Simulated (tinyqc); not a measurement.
What a measurement delay does to the time exponent: bias-temperature instability from a Gaussian distribution of capture and emission barriers. Computed by tinyqc, a small Python program. Command: `OMP_NUM_THREADS=1 python tinyqc.py 3011416 3011417 out.jsonl bti walk`. One thread of a shared host (Intel(R) Xeon(R) Processor @ 2.30GHz), about 0.01 s of CPU time with the checks.

Each trap has a capture time tau_0 exp(E_c/(k_B T)) under stress and an emission time tau_0 exp(E_e/(k_B T)) after it. E_c is Gaussian, and E_e = E_c + d with d Gaussian and independent. A trap counts as filled once t_s exceeds its capture time and as emptied once t_r exceeds its emission time.

Inputs (values chosen for the exercise, for a model p-channel transistor):
```
quantity                                      value        unit
shift with all traps filled V_max               250          mV
mean capture barrier at zero field mu_c        1.52          eV
spread of capture barriers sigma_c             0.31          eV
lowering of mu_c per field k_F                0.037  eV/(MV/cm)
oxide field F                                   7.6       MV/cm
mean of E_e - E_c at the stress field, delta  -0.24          eV
spread of E_e - E_c, sigma_d                   0.23          eV
time constant tau_0                           4e-09           s
temperature T                                    60           C
stress time t_s                                  10           s
```

Constants: k_B = 8.617333262e-05 eV/K.

Method:
- Demarcation energies E_s = k_B T ln(t_s/tau_0), E_r = k_B T ln(t_r/tau_0); mean barrier mu = mu_c - k_F F; z = (E_s - mu)/sigma_c; Phi is the standard normal distribution.
- Temperatures in kelvin are T(C) + 273.15.
- Shift without recovery dV0 = V_max Phi(z); local time exponent n = d ln dV0/d ln t_s = (k_B T/sigma_c) exp(-z^2/2)/(sqrt(2 pi) Phi(z)); apparent activation energy n E_s.
- Remaining shift dV = V_max int_(-infinity)^(E_s) g(E_c) [1 - Phi((E_r - E_c - delta)/sigma_d)] dE_c, g the Gaussian density of E_c (Gauss-Legendre, 120 points over 7 sigma_c below E_s).
- Columns: no delay, and delays of 1 us, 1 ms and 1 s.

mean barrier mu = 1.2388 eV

Shift (mV):
```
t_s (s)   no delay    1 us    1 ms     1 s
1.00e+00     3.429   1.995   0.946   0.272
1.00e+01     5.795   3.882   2.104   0.716
1.00e+02     9.407   7.019   4.279   1.706
1.00e+03    14.679  11.867   8.005   3.689
1.00e+04    22.031  18.883  13.861   7.277
1.00e+05    31.829  28.445  22.361  13.164
1.00e+06    44.311  40.777  33.834  21.971
1.00e+07    59.505  55.888  48.330  34.060
```

What does the comparison show, and why?

Between 10 and 1000 s the apparent exponent is 0.202 without delay, 0.243 at 1 us, 0.290 at 1 ms and 0.356 at 1 s: a slow measurement loses more of a short stress than of a long one, which steepens the curve. Without delay the exponent falls from 0.228 to 0.128 over the table, so the growth is not a true power law. Caution: step-function filling and one Gaussian population are simplifications; real devices show several populations.
